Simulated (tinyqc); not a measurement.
Valley-orbit splitting of a donor ground state, with strain. From hyperfine ratio A/A_0 back to shear strain e_s. Computed by tinyqc, a small Python program. Command: `OMP_NUM_THREADS=1 python tinyqc.py 3026118 3026119 out.jsonl valleyorbit inv`. One thread of a shared host (Intel(R) Xeon(R) Processor @ 2.30GHz), about 0.01 s of CPU time with the checks.

The basis is the 1s envelope in each valley; energies are counted from the unstrained conduction-band edge. The strain is e_s (a a^T - 1/3) for the unit stress axis a, so valley j along n_j moves by Xi_u e_s w_j with w_j = (n_j.a)^2 - 1/3: +1/3 for [111] and [-1-11], -1/3 for the others.

Inputs (values chosen for the exercise, modelled on donors in germanium):
```
quantity,value,unit
single-valley binding energy E_0,10,meV
central-cell shift Lambda,0.51,meV
coupling Delta_1,0.93,meV
shear deformation potential Xi_u,16.4,eV
```

Valleys: four along <111>. Stress axis: [110].

Method. H_jj = -(E_0 + Lambda) + Xi_u e_s w_j; H_jk = -Delta_1 between any two valleys. Diagonalise H; the ground vector has positive components. The density at the nucleus, and so the contact hyperfine coupling, scales as (sum_j c_j)^2/(number of valleys), which is 1 without strain; the envelopes are held fixed.

Task: A run gave the result below. Find the shear strain e_s, known to lie between -0.00013 and -6.4e-05.

hyperfine ratio A/A_0 = 0.9842126

Result:

Each step takes the trial c = (a f_b - b f_a)/(f_b - f_a), f being the result less the target; c replaces end b, the old b replaces a if the sign of f changed, and otherwise f_a is halved.

Scan of the range:
```
shear strain e_s,hyperfine ratio A/A_0
-1.30e-04,0.967069
-1.19e-04,0.971966
-1.08e-04,0.976568
-9.70e-05,0.980841
-8.60e-05,0.984755
-7.50e-05,0.988278
-6.40e-05,0.991383
```

False position (Illinois rule) inside the bracket:
```
step,end a,end b,trial,hyperfine ratio A/A_0
1,-9.70000e-05,-8.60000e-05,-8.75240e-05,0.984235
2,-9.70000e-05,-8.75240e-05,-8.76495e-05,0.984192
3,-8.75240e-05,-8.76495e-05,-8.75899e-05,0.984213
4,-8.76495e-05,-8.75899e-05,-8.75899e-05,0.984213
```

Hyperfine ratio A/A_0 rises at every point of a 13-point scan of the range (every second point is shown), so one value fits; it is bracketed by -9.70e-5 and -8.60e-5. Answer: shear strain e_s = -8.759e-5.
